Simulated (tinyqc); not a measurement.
Worked calculation: Keating valence-force model of a tetrahedral crystal. Computed by tinyqc, a small Python program that keeps every step. Command: `OMP_NUM_THREADS=1 python tinyqc.py 3009305 3009306 out.jsonl keating walk`. One thread of a shared host (Intel(R) Xeon(R) Processor @ 2.30GHz), about 0.02 s of CPU time with the checks. Intermediate numbers are printed to about 6 digits and carried at full precision; extremes and crossings named in words are read from the listed rows.

Atom A sits at 0 and atom B at a/4 (1,1,1) of an fcc lattice; the four bonds from A are t = a/4 (1,1,1), a/4 (1,-1,-1), a/4 (-1,1,-1), a/4 (-1,-1,1), of length d = sqrt(3) a/4. Energy: E = (3 alpha/(8 d^2)) sum over bonds (r.r - d^2)^2 + (3 beta/(8 d^2)) sum over pairs of bonds at one atom (r_i.r_j + d^2/3)^2; both atoms have the mass M. The cell holds two atoms, Omega = a^3/4. 1 N/m = 1 J/m^2. With constants fitted to the elastic moduli this model puts optical and zone-boundary frequencies of real crystals too high, by up to about 20 % in elemental crystals and up to about 50 % in compounds, and mostly by more for TA modes; in compounds the lattice part of the static dielectric constant then comes out too low.

Inputs (values chosen for the exercise, modelled on diamond):
```
quantity,value,unit
lattice constant a,3.567,angstrom
atomic mass M,12.011,u
bond stretching alpha,128,N/m
bond bending beta,91.4,N/m
mesh divisions n,8,-
temperature T,200,K
```

Structure: diamond.

wave vector q (2 pi/a): [0.78, 0.11, 0.18]

Constants: 1 eV/angstrom^2 = 16.02176634 J/m^2; nu for 1 eV/(angstrom^2 u) = 15.6333042 THz; 1 THz = 33.35640952 1/cm; u = 1.6605390666e-27 kg; h x 1 THz = 4.135667696 meV; k_B = 8.617333262e-05 eV/K.

## Dynamical matrix at q

With displacements u exp(i q.r), each bracket changes by g.u, where g = (g_A, g_B): bond t, g = (-2 t, 2 t exp(i q.t)); pair (i, j) at A, g = (-(t_i + t_j), t_i exp(i q.t_j) + t_j exp(i q.t_i)); pair at B, g = (-t_i exp(-i q.t_j) - t_j exp(-i q.t_i), t_i + t_j). Then D_mn = sum over the 4 bonds and 12 pairs of (4 k/a^2) conj(g_m) g_n / sqrt(M_m M_n), with k = alpha or beta converted to eV/angstrom^2.

D(q) (eV/(angstrom^2 u)), lower triangle (Hermitian):
```
,A x,A y,A z,B x,B y,B z
A x,6.06604
A y,0.10255-0.43554i,4.69342
A z,0.16222-0.25981i,0.08621+0.02923i,4.62275
B x,-1.46137-0.20582i,0.11818+0.07083i,0.19673+0.04255i,6.06604
B y,0.11818+0.07083i,-1.46137-0.20582i,0.01236+0.67713i,0.10255+0.43554i,4.69342
B z,0.19673+0.04255i,0.01236+0.67713i,-1.46137-0.20582i,0.16222+0.25981i,0.08621-0.02923i,4.62275
```

## Frequencies at q

Diagonalise the Hermitian matrix D. An eigenvalue lambda of D in eV/(angstrom^2 u) gives nu = 15.6333042 THz x sqrt(lambda). The weight on A is the sum of |e|^2 over the three components of atom A.

frequencies (THz): [26.3566, 27.6409, 32.9243, 39.0948, 39.8688, 43.1069]

weights on atom A: [0.5, 0.5, 0.5, 0.5, 0.5, 0.5]

With equal masses the inversion that swaps the two atoms makes every weight one half.

## Elastic constants and internal strain

C11 = (alpha + 3 beta)/a, C12 = (alpha - beta)/a, C44 = 4 alpha beta/(a (alpha + beta)); with the two sublattices clamped C44(0) = (alpha + beta)/a; internal-strain parameter zeta = (alpha - beta)/(alpha + beta); B = (C11 + 2 C12)/3.

C11 = 1127.56 GPa

C12 = 102.607 GPa

C44 = 597.966 GPa

clamped C44(0) = 615.083 GPa

internal-strain parameter zeta = 0.166819

bulk modulus B = 444.258 GPa

Letting the sublattices shift lowers C44 by 3 %, which is zeta^2. With zeta well below 1 the stiff angles force the bond lengths to change in a shear. The model fixes 2 C44 (C11 + C12)/((C11 - C12)(C11 + 3 C12)) = 1.000 whatever alpha and beta are.

## Optical mode at the zone centre

mu = M/2; lambda = 4 (alpha + beta)/mu with the springs in eV/angstrom^2; nu = 15.6333042 THz x sqrt(lambda).

reduced mass mu = 6.0055 u

Raman frequency = 47.2138 THz

the same as a wavenumber = 1574.88 1/cm

## Frequencies at the zone boundary

The formulas are those given above.

Frequencies (THz) at points given in 2 pi/a:
```
point,nu 1,nu 2,nu 3,nu 4,nu 5,nu 6
"X (1, 0, 0)",30.4736,30.4736,36.0625,36.0625,39.7353,39.7353
"L (0.5, 0.5, 0.5)",21.5481,21.5481,33.0372,42.0098,42.0098,42.8272
"W (1, 0.5, 0)",32.3928,32.3928,33.3852,33.3852,40.5484,40.5484
"K (0.75, 0.75, 0)",28.1540,32.7219,33.9668,37.0279,37.9012,42.0891
```

At X the two longitudinal modes are degenerate (39.74 THz), as the diamond symmetry demands.

## Lowest frequency at X

Take the lowest frequency at X = (1, 0, 0) 2 pi/a, the transverse acoustic (TA) mode.

TA frequency at X = 30.4736 THz

## Transverse acoustic branch against its sound line

The sound line is nu = v q/(2 pi) with v = sqrt(C44/rho), rho = (M_A + M_B)/Omega; the clamped line uses C44(0).

Frequencies (THz) along G-X:
```
q (2 pi/a),lowest branch,"sound line, relaxed C44","sound line, clamped C44(0)",third-lowest frequency,highest frequency
0.05,1.8276,1.8281,1.8541,2.5088,47.2077
0.15,5.4706,5.4843,5.5622,7.4900,47.1556
0.30,10.8582,10.9686,11.1245,14.7371,46.9400
0.45,16.0775,16.4529,16.6867,21.5148,46.4537
0.60,21.0332,21.9372,22.2490,27.6287,45.5369
0.75,25.5881,27.4215,27.8112,32.9297,44.0162
0.90,29.3487,32.9059,33.3735,36.9838,41.7359
1.00,30.4736,36.5621,37.0817,36.0625,39.7353
```

At small q the branch follows the relaxed line (1.000 of it, against 0.986 of the clamped one): in a long shear wave the sublattices shift against each other. At X it reaches 83 % of the relaxed line. Real tetrahedral semiconductors have flatter TA branches than a Keating model fitted to their elastic constants, which needs longer-ranged terms to mend.

## Thermal sums on a mesh

Mesh: q = sum_i (m_i + 1/2)/n b_i, m_i = 0..n-1, with b = [[-1, 1, 1], [1, -1, 1], [1, 1, -1]] in 2 pi/a; sums over the six modes are averaged over the n^3 points and halved, per atom. With x = h nu/(k_B T) and n = 1/(exp(x) - 1) for each mode: F = k_B T [x/2 + ln(1 - exp(-x))], U = k_B T x (n + 1/2), S/k_B = x n - ln(1 - exp(-x)), C/k_B = x^2 n (n + 1). The acoustic share counts the three lowest modes at each q; zero-point energy = sum h nu/2.

free energy F = 209.201 meV/atom

entropy S = 0.0618519 k_B/atom

heat capacity C = 0.194506 k_B/atom

acoustic share of C = 0.963260

zero-point energy = 209.454 meV/atom

C is 6 % of the classical value; the optical modes are still largely frozen out.

Checks made by the program: slopes of the acoustic branches along [110] against C11, C12 and the relaxed C44 (relative difference 1e-06); zone-centre optical mode against D(q = 0) (relative difference below 1e-10); longitudinal modes at X against the diagonal of D (relative difference below 1e-10).
